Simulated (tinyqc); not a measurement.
Comparisons within one model: Shockley-Read-Hall recombination through one deep level. A value that a table varies takes the place of the one given here.

One level at Et with degeneracy 1: tn = 1/(sn vth Nt), tp = 1/(sp_ vth Nt), n1 = Nc exp((Et - Eg)/kT), p1 = Nv exp(-Et/kT), ni^2 = n1 p1. Equilibrium p0 = Nm, n0 = ni^2/Nm; n = n0 + dn, p = p0 + dn. U = (n p - ni^2)/(tp (n + n1) + tn (p + p1)), lifetime dn/U; emission rates en = sn vth n1, ep = sp_ vth p1.

Constants: kB = 8.617333262e-05 eV/K.

Values chosen for the exercise (gap and densities of states near those of SiC at this temperature; the results hold for these values, not for the real material):
```
symbol  value     unit    meaning
E1      0.785     eV      level (+1/0) above Ev
E2      2.053     eV      level (0/-1) above Ev
gm      2                 degeneracy of the middle state, the others 1
T       400       K
Eg      3.194     eV      gap
Nc      2.79e+19  1/cm^3  conduction-band density of states
Nv      4.99e+19  1/cm^3  valence-band density of states
Nd      -2.1e+15  1/cm^3  ionised shallow donors minus acceptors
Et      2.053     eV      recombination level above Ev
Nt      8.7e+13   1/cm^3  defects
sn      4.5e-16   cm^2    electron capture cross-section
sp_     1.4e-15   cm^2    hole capture cross-section
vth     25000000  cm/s    thermal velocity, both carriers
Nm      8.7e+14   1/cm^3  equilibrium holes for the lifetime steps
dn      3.6e+15   1/cm^3  excess pairs
```

## Charge state against the Fermi level (deep level with several charge states)

Energies from Ev. The defect has charge states +1, 0, -1 with weights 1, gm exp((EF - E1)/kT), exp((2 EF - E1 - E2)/kT); the shares are the weights over their sum. Boltzmann carriers: n = Nc exp((EF - Eg)/kT), p = Nv exp(-EF/kT). Neutrality: p - n + Nd + Nt <q> = 0.

Shares:
```
EF (eV)     +1      0     -1     <q>
0.192    1.000  0.000  0.000   1.000
0.447    1.000  0.000  0.000   1.000
0.703    0.844  0.156  0.000   0.844
0.958    0.003  0.997  0.000   0.003
1.214    0.000  1.000  0.000   0.000
1.469    0.000  1.000  0.000   0.000
1.725    0.000  1.000  0.000   0.000
1.980    0.000  0.943  0.057  -0.057
2.236    0.000  0.010  0.990  -0.990
2.491    0.000  0.000  1.000  -1.000
2.747    0.000  0.000  1.000  -1.000
3.002    0.000  0.000  1.000  -1.000
```

Where the levels are several kT apart the middle state rules between about E1 - kT ln gm = 0.761 and E2 + kT ln gm = 2.077 eV; its largest share listed is 1.000. Each step spreads from 10 % to 90 % over 4.4 kT = 0.151 eV.

## Defects against doping (deep level with several charge states)

Nt takes the listed multiples of |Nd|; the resistivity uses mobilities of 1000 (electrons) and 300 (holes) cm^2/(V s), chosen for the exercise, and e = 1.602176634e-19 C.

Neutral state:
```
Nt/|Nd|  EF (eV)  n (1/cm^3)  p (1/cm^3)  rho (ohm cm)
0.01      0.3477    3.83e-17    2.08e+15          10.0
0.10      0.3509    4.21e-17    1.89e+15          11.0
0.30      0.3596    5.42e-17    1.47e+15          14.2
0.60      0.3789    9.48e-17    8.40e+14          24.8
0.90      0.4267    3.79e-16    2.10e+14          99.0
1.10      0.6818    6.21e-13    1.28e+11      1.62e+05
1.50      0.7372    3.10e-12    2.57e+10      8.10e+05
3.00      0.7850    1.24e-11    6.42e+09      3.24e+06
10.00     0.8368    5.58e-11    1.43e+09      1.46e+07
```

EF goes from 0.348 to 0.837 eV and the resistivity from 10 to 1.46e+07 ohm cm, with a largest value of 1.46e+07. The largest move of EF, +0.255 eV, comes between Nt/|Nd| = 0.9 and 1.1; the levels lie at 0.785 and 2.053 eV. A defect can take up to one carrier of either sign, so the doping can be cancelled no earlier than Nt = |Nd|, there only if EF lies well beyond the level that takes the carriers and otherwise at larger Nt (mean charge +0.10 in the last row).

## Lifetime against injection

Recombination:
```
dn (1/cm^3)  lifetime (microsecond)  U (1/(cm^3 s))
1.0e+11                       1.022        9.79e+16
1.0e+12                       1.022        9.78e+17
1.0e+13                       1.025        9.75e+18
1.0e+14                       1.056        9.47e+19
1.0e+15                       1.197        8.35e+20
1.0e+16                       1.324        7.55e+21
1.0e+17                       1.347        7.42e+22
1.0e+18                       1.350        7.41e+23
```

The lifetime rises from 1.022 to 1.35 microsecond; tn + tp = 1.35. At low injection it is tn (1 + p1/p0) + tp n1/p0 with n1/Nm = 1.3e-10 and p1/Nm = 7.8e-22: re-emission is negligible, so minority capture alone counts. Auger and radiative paths are left out; they cut in at the highest injections, and in a doped direct-gap crystal the radiative one counts at all injections. dn = dp neglects trapped charge, which matters where the traps hold a charge comparable with dn, at low injection and with very unequal cross sections.

## Where a level does most harm

Et takes the values listed; G = Nt en ep/(en + ep) in a depleted region; the lifetime is for dn = 1e11 1/cm^3.

Results:
```
Et (eV)  lifetime (microsecond)  G (1/(cm^3 s))
0.192                       224        4.10e-13
0.447                      1.16        6.69e-10
0.703                      1.02        1.12e-06
0.958                      1.02         0.00184
1.214                      1.02            3.09
1.469                      1.02        5.04e+03
1.725                      1.02        2.79e+04
1.980                      1.02            17.2
2.236                      1.02          0.0102
2.491                      1.02        6.26e-06
2.747                      1.05        3.72e-09
3.002                      41.1        2.28e-12
```

Generation peaks where en = ep, at Eg/2 + (kT/2) ln(sp_ Nv/(sn Nc)) = 1.627 eV; the largest value listed is at 1.725 eV, and G falls by a decade for each 0.079 eV away from the peak. The lifetime is within a factor 2 of its minimum, 1.02 microsecond, from 0.447 to 2.747 eV: recombination tolerates a wide range of Et, generation a narrow one.

## What moves lifetime and leakage

G = Nt en ep/(en + ep). Each row changes one parameter from the base and keeps the others.

Results:
```
case                  lifetime (microsecond)  G (1/(cm^3 s))
base                                   1.286            2.07
Et = 2.093 eV                          1.286           0.647
sn = 9e-16 cm^2                       0.7753            2.07
sp_ = 2.8e-15 cm^2                     1.154            4.13
Nt = 4.35e+13 1/cm^3                   2.572            1.03
Nm = 2.61e+15 1/cm^3                   1.212            2.07
dn = 1.08e+16 1/cm^3                   1.326            2.07
```

The largest shifts from the base row, up to three for each result and ties (the steps differ in size, so this ranks the rows, not the parameters). lifetime (microsecond): Nt +1.29, sn -0.511, sp_ -0.132; unchanged at the printed digits by Et. G (1/(cm^3 s)): sp_ +2.07, Et -1.42, Nt -1.03; unchanged at the printed digits by sn, Nm and dn.

(tinyqc, `OMP_NUM_THREADS=1 python tinyqc.py 1650331 1650332 out.jsonl`, Intel(R) Xeon(R) Processor @ 2.30GHz, 1 thread, shared host, about 0.01 s.)
